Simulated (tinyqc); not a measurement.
MOS capacitor on a p-type substrate, surface potential from the exact charge relation: two steps of the calculation.

Uniform p-type substrate, Boltzmann statistics, full ionisation, classical densities. psi is the surface potential against the body (positive when the bands bend down) and u = psi/Vt. Traps are spread evenly over the gap and neutral at flat band, so their charge is -q Dit psi; the minority quasi-Fermi level is shifted by Vb.

Parameters, values chosen for the exercise; band and dielectric values those of a made-up semiconductor:
```
symbol,value,unit,meaning
T,300,K,temperature
Eg,0.989,eV,band gap
eps_r,14.1,,relative permittivity
Nc,3.28e19,cm^-3,conduction-band density of states at T
Nv,3.17e19,cm^-3,valence-band density of states at T
chi,3.29,eV,electron affinity
N,1.5e16,cm^-3,acceptor density of the substrate
eox,3.9,,relative permittivity of the gate insulator (close to silicon dioxide)
tox,5.4,nm,insulator thickness
phiM,3.54,eV,gate work function
Nf,-8.8e10,cm^-2,"fixed charge at the interface, in units of q"
Dit,6.9e10,cm^-2 eV^-1,density of interface traps
Vb,0,V,reverse bias of the inversion layer against the body
Vg,-1.27,V,gate voltage against the body
```

Constants: q = 1.602176634e-19 C, kB = 1.380649e-23 J/K, Vt = kB T/q, eps0 = 8.8541878128e-14 F/cm where lengths are in cm. Results are converted to the units shown.

Question 1. Flat band, threshold and scales. ni = sqrt(Nc Nv) exp(-Eg/(2 Vt)), Eg in volts; phiF = Vt ln(N/ni); Cox = eps0 eox/tox; Vfb = phiM - chi - (Eg - Vt ln(Nv/N)) - q Nf/Cox; Q0 = sqrt(2 eps0 eps_r q N Vt); r = (ni/N)^2 exp(-Vb/Vt); VT = Vfb + [(2 phiF + Vb)(1 + q Dit/Cox) + sqrt(2 eps0 eps_r q N (2 phiF + Vb))/Cox].

Give: ni; phiF; Cox; Vfb; Q0; r; VT.

Answer 1.

ni = 1.589e11 cm^-3
phiF = 0.2961 V
Cox = 0.6395 uF/cm^2
Vfb = -0.5190 V
Q0 = 12.46 nC/cm^2
r = 1.123e-10
VT = 0.1767 V

Question 2. Newton step for the surface potential. u = psi/Vt; F^2 = exp(-u) + u - 1 + r (exp(u) - u - 1); Qs = -sign(u) Q0 F; Cs = -dQs/dpsi = (Q0/Vt) |1 - exp(-u) + r (exp(u) - 1)|/(2 F). f = Vfb + psi + (q Dit psi - Qs)/Cox - Vg, f' = 1 + (Cs + q Dit)/Cox, psi(new) = psi - f/f'.

psi at the start = -0.10340800 V
Cox = 0.63946912 uF/cm^2
Vfb = -0.51902831 V
Q0 = 12.455088 nC/cm^2
r = 1.1227468e-10

Give: u; F; Qs; Cs; f; f'; psi after iteration 1.

Answer 2.

u = -4.000
F = 7.043
Qs = 87.72 nC/cm^2
Cs = 1.833 uF/cm^2
f = 0.5086 V
f' = 3.884
psi after iteration 1 = -0.2343 V

tinyqc, about 0.01 s, one thread, Intel Xeon 2.30GHz (shared host): `OMP_NUM_THREADS=1 python tinyqc.py 2060088 2060089 out.jsonl`
